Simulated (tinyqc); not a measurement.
Worked calculation: Pariser-Parr-Pople SCF with singles CI, for the molecule Fc1cccc2ccoc12 (SMILES; centres numbered as the heavy atoms are written). One step of it, computed by the program tinyqc.

Task: Singles CI, singlets. Over the 9 single excitations with the smallest orbital gaps: A = (e_a - e_i) delta + 2 (ia|jb) - (ij|ab), with (pq|rs) = sum c_mp c_mq gamma_mn c_nr c_ns. f = 2/3 w |mu|^2 in atomic units, mu = sqrt2 sum c_ia sum_m c_mi c_ma R_m.

orbital energies (eV): -18.430695  -16.793369  -11.361152  -9.466950  -8.117527  -7.390700  0.715024  1.542967  2.762158  4.776119

coefficients:
```
          MO1        MO2        MO3        MO4        MO5        MO6        MO7        MO8
1F   0.973056  -0.086842  -0.104997   0.092895  -0.101542  -0.067763  -0.047603   0.061957
2C   0.207319   0.043436   0.296792  -0.330461   0.412051   0.294383   0.294590  -0.401483
3C   0.047995   0.013080   0.339851  -0.451808  -0.108817   0.420662  -0.416118  -0.137837
4C   0.012069   0.007750   0.386090  -0.277159  -0.526293   0.013015   0.043384   0.555112
5C   0.004792   0.023204   0.431479   0.057525  -0.386691  -0.406701   0.378450  -0.433902
6C   0.016024   0.079154   0.488286   0.360516   0.170322  -0.320900  -0.351000  -0.118303
7C   0.006012   0.074914   0.257707   0.544978  -0.016441   0.384648  -0.338407   0.019812
8C   0.011963   0.219997   0.058164   0.391041  -0.156839   0.521816   0.538108   0.074473
9O   0.060357   0.936570  -0.196247  -0.120178  -0.125750  -0.097330  -0.143406  -0.107754
10C  0.060245   0.228828   0.321588  -0.059833   0.558440  -0.183084   0.211764   0.536664

           MO9       MO10
1F   -0.052695  -0.046715
2C    0.361096   0.350760
3C   -0.432577  -0.331393
4C    0.251770   0.351195
5C    0.062227  -0.399565
6C   -0.342516   0.488450
7C    0.542020  -0.272058
8C   -0.436202   0.113544
9O    0.084245   0.040962
10C  -0.063060  -0.393452
```

repulsion gamma_rs (eV):
```
            1F         2C         3C         4C         5C         6C         7C         8C
1F   22.870000   6.489299   4.439212   3.183726   2.869054   3.183384   2.616725   2.770271
2C    6.489299  12.300000   5.600725   4.004816   3.626500   4.004535   3.024863   2.989446
3C    4.439212   5.600725  12.300000   5.601174   4.004535   3.625732   2.691106   2.481162
4C    3.183726   4.004816   5.601174  12.300000   5.601616   4.004405   2.907816   2.481276
5C    2.869054   3.626500   4.004535   5.601616  12.300000   5.600725   3.861654   2.989115
6C    3.183384   4.004535   3.625732   4.004405   5.600725  12.300000   5.601974   4.190952
7C    2.616725   3.024863   2.691106   2.907816   3.861654   5.601974  12.300000   5.600614
8C    2.770271   2.989446   2.481162   2.481276   2.989115   4.190952   5.600614  12.300000
9O    3.902655   4.225020   3.108690   2.862587   3.242690   4.620994   4.620697   6.398386
10C   4.438866   5.601616   4.004405   3.626504   4.004816   5.601174   4.190748   4.190924

            9O        10C
1F    3.902655   4.438866
2C    4.225020   5.601616
3C    3.108690   4.004405
4C    2.862587   3.626504
5C    3.242690   4.004816
6C    4.620994   5.601174
7C    4.620697   4.190748
8C    6.398386   4.190924
9O   21.570000   6.397927
10C   6.397927  12.300000
```

Centres (angstrom, eV; a flat drawing with bonds scaled to 1.40 angstrom):

| centre | x | y | core charge z | W | gamma_rr |
|---|---|---|---|---|---|
| 1F | -1.512000 | 2.186000 | 2 | 40.520000 | 22.870000 |
| 2C | -1.123000 | 0.841000 | 1 | 9.710000 | 12.300000 |
| 3C | -2.094000 | -0.168000 | 1 | 9.710000 | 12.300000 |
| 4C | -1.705000 | -1.513000 | 1 | 9.710000 | 12.300000 |
| 5C | -0.346000 | -1.849000 | 1 | 9.710000 | 12.300000 |
| 6C | 0.625000 | -0.840000 | 1 | 9.710000 | 12.300000 |
| 7C | 2.024000 | -0.886000 | 1 | 9.710000 | 12.300000 |
| 8C | 2.500000 | 0.431000 | 1 | 9.710000 | 12.300000 |
| 9O | 1.395000 | 1.291000 | 2 | 36.570000 | 21.570000 |
| 10C | 0.236000 | 0.505000 | 1 | 9.710000 | 12.300000 |

Give: singlet CI matrix; singlet excitation energies; oscillator strengths.

Result:

singlet CI matrix (eV):
```
         6>7      5>7      6>8      5>8      6>9      4>7      5>9      4>8
6>7   5.4232   0.0855  -0.1554   0.2715  -0.0992   0.0443   0.1152   0.1295
5>7   0.0855   5.4838  -0.7665   0.0196  -0.1551   0.0114  -0.1205   0.4856
6>8  -0.1554  -0.7665   5.5821   0.0239   0.0544  -0.2064  -0.4772   0.1512
5>8   0.2715   0.0196   0.0239   6.7806   0.1999  -0.1925  -0.0059  -0.0051
6>9  -0.0992  -0.1551   0.0544   0.1999   7.1097  -0.4678  -0.0617  -0.0101
4>7   0.0443   0.0114  -0.2064  -0.1925  -0.4678   7.0717   0.0946   0.0461
5>9   0.1152  -0.1205  -0.4772  -0.0059  -0.0617   0.0946   7.2808   0.4243
4>8   0.1295   0.4856   0.1512  -0.0051  -0.0101   0.0461   0.4243   7.3844
3>7   0.1826  -0.1527  -0.0023   0.0472  -0.1884  -0.1100   0.2318  -0.0648

         3>7
6>7   0.1826
5>7  -0.1527
6>8  -0.0023
5>8   0.0472
6>9  -0.1884
4>7  -0.1100
5>9   0.2318
4>8  -0.0648
3>7   8.5042
```

singlet excitation energies (eV): 4.5850  5.3231  6.1959  6.6001  6.7574  7.0391  7.6011  7.9217  8.5971

oscillator strengths: 0.0021  0.6493  0.4757  0.0006  0.6478  0.0057  0.2873  1.0005  0.0771
